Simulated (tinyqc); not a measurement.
Worked calculation: electromigration in a confined line: Blech product, Korhonen stress evolution and Black's law. Computed by tinyqc, a small Python program that keeps every step. Command: `OMP_NUM_THREADS=1 python tinyqc.py 3000794 3000795 out.jsonl emigr walk`. One thread of a shared host (Intel(R) Xeon(R) Processor @ 2.30GHz), about 0.02 s of CPU time with the checks. Intermediate numbers are printed to about 6 digits and carried at full precision; extremes and crossings named in words are read from the listed rows.

The electron wind pushes atoms from the cathode (x = 0) to the anode (x = L); blocking ends build a back stress (tension positive). The input rho is taken not to change with temperature. d sigma/dt = d/dx [kappa (d sigma/dx + G)], with zero flux at both ends and sigma = sigma_0 at t = 0.

Inputs (values chosen for the exercise, close to those used for copper lines): resistivity rho = 2.53 micro-ohm cm; atomic volume Omega = 11.8 angstrom^3; effective charge number Z* = 1.4; prefactor D0 = 5.5e-08 m^2/s; activation energy E = 0.879 eV; effective modulus B = 29 GPa; critical stress sigma_c = 170 MPa; initial stress sigma_0 = 23 MPa; current density j = 0.63 MA/cm^2; line length L = 100 um; test temperature T = 270 C; time as a fraction of L^2/kappa, s = 0.26; use temperature T_u = 105 C; use current density j_u = 1.3 MA/cm^2; current exponent n = 1.

Start: thermal stress.

Constants: e = 1.602176634e-19 C; k_B = 8.617333262e-05 eV/K; k_B = 1.380649e-23 J/K.

## Driving force and diffusivities

G = Z* e rho j/Omega; D = D0 exp(-E/(k_B T)); kappa = D B Omega/(k_B T); drift velocity of an unconfined line v = D Z* e rho j/(k_B T). SI: 1 micro-ohm cm = 1e-8 ohm m, 1 MA/cm^2 = 1e10 A/m^2. Temperatures in kelvin are T(C) + 273.15.

stress gradient G = 3.02982 MPa/um

diffusivity D = 3.83973e-16 m^2/s

kappa = 1.75218e-14 m^2/s

drift velocity = 6.59022 nm/h

## Steady state and Blech product

At steady state sigma(x) = sigma_0 + G (L/2 - x). A void forms only if the cathode stress reaches sigma_c, that is if j L exceeds (j L)_c = 2 Omega (sigma_c - sigma_0)/(Z* e rho). Time scale tau = L^2/kappa.

steady cathode stress = 174.491 MPa

j L = 6300 A/cm

critical product (j L)_c = 6113.23 A/cm

tau = 158.533 h

j L is 1.03 times the critical product: the line can fail. Caution: a steady stress above sigma_c is formal, since a void forms first.

## Series terms at the cathode

sigma(x, t) = sigma_0 + G L [1/2 - x/L - 4 sum_(m odd) cos(m pi x/L) exp(-m^2 pi^2 s)/(m pi)^2], s = t/tau, summed to m = 399. The terms at x = 0 are 4 exp(-m^2 pi^2 s)/(m pi)^2; tau = L^2/kappa.

terms for m = 1, 3, 5, 7: [0.0311400, 4.20282e-12, 2.23241e-30, 2.04134e-57]

cathode stress at time s = 165.056 MPa

time t = 41.2186 h

## Stress along the line

Steady state: sigma_0 + G L (1/2 - x/L). Take x/L = 0, 0.1, 0.2, 0.3, 0.4, 0.6, 0.8 and 1.

Stress (MPa):
```
x/L  at time s  steady state
0.0    165.056       174.491
0.1    135.220       144.193
0.2    106.262       113.895
0.3     78.051        83.596
0.4     50.383        53.298
0.6     -4.383        -7.298
0.8    -60.262       -67.895
1.0   -119.056      -128.491
```

Caution: stresses above sigma_c are formal, since a void forms first.

## Finite line against the semi-infinite law

Semi-infinite line: sigma(0, t) = sigma_0 + 2 G L sqrt(s/pi). One-term form: keep m = 1 alone.

Cathode stress (MPa):
```
s            t (h)  full series  semi-infinite  one term
0.002  3.17066e-01       38.289         38.289    54.097
0.005  7.92665e-01       47.175         47.175    57.610
0.01   1.58533e+00       57.188         57.188    63.237
0.02   3.17066e+00       71.349         71.349    73.693
0.05   7.92665e+00       99.365         99.446    99.526
0.1    1.58533e+01      128.723        131.112   128.725
0.2    3.17066e+01      157.434        175.893   157.434
0.4    6.34132e+01      172.122        239.223   172.122
0.8    1.26826e+02      174.446        328.786   174.446
```

Among these rows the semi-infinite law holds to 1 % up to s = 0.05 and the one-term form from s = 0.05 on: the far end is felt once sqrt(kappa t) is no longer small against L, and by then the terms with m > 1 have nearly died out. The critical stress 170 MPa is passed between s = 0.2 and 0.4. Caution: rows beyond sigma_c are formal, since a void ends the model there.

## Time to nucleate a void

Solve sigma(0, t) = sigma_c for s; the semi-infinite estimate is t = (pi/kappa) ((sigma_c - sigma_0)/(2 G))^2.

nucleation time = 53.1417 h

semi-infinite estimate = 29.3096 h

The back stress delays nucleation by 81 %.

## Extrapolation by Black's law

Median life t50 = A j^(-n) exp(E/(k_B T)); acceleration factor = t50(use)/t50(test) = (j/j_u)^n exp[(E/k_B)(1/T_u - 1/T)].

current factor = 0.484615

temperature factor = 3620.54

acceleration factor = 1754.57

At the use current j_u L exceeds the critical product.

Checks made by the program: series against a 200-cell finite-volume solution (on the scale of G L) (relative difference 1e-06).
